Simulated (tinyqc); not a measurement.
Heavy and light holes: cyclotron masses of warped hole bands.

Inputs chosen for the exercise (near those of Si; not measured data): g1 = 4.29 (Luttinger gamma1); g2 = 0.34 (gamma2); g3 = 1.44 (gamma3); ths = (0, 15, 30, 45, 60, 75, 90) degrees (angles).

E = c k^2 f(n) with f = g1 -/+ 2 sqrt(g2^2 + 3 (g3^2 - g2^2)(nx^2 ny^2 + ny^2 nz^2 + nz^2 nx^2)). For the orbit through k = 0 perpendicular to b = (sin(theta)/sqrt2, sin(theta)/sqrt2, cos(theta)), mc is the mean of 1/f over the directions n in that plane (180 evenly spaced angles). Quantum effects of the lowest levels are left out.

Cyclotron masses (m0):
```
theta (degrees)   heavy   light
0                0.4152  0.1679
15               0.4430  0.1621
30               0.5061  0.1533
45               0.5558  0.1479
75               0.5492  0.1507
90               0.5408  0.1544
```

Give the missing row, theta (degrees) = 60.

Computed row:
```
theta (degrees)   heavy   light
60               0.5624  0.1472
```

The heavy mass varies by 35 % over the table, with its largest listed value at 60 degrees ([111] lies at 54.7) and its smallest at 0; the light mass varies by 14.1 %. The warping term enters both with the same size, but it is set against a small inverse mass in one and a large one in the other (along [111], g1 - 2 g3 = 1.41 and g1 + 2 g3 = 7.17).

Run: tinyqc, `OMP_NUM_THREADS=1 python tinyqc.py 1281983 1281984 out.jsonl`; Intel(R) Xeon(R) Processor @ 2.30GHz, one thread, shared host; about 0.01 s of CPU time with all checks.
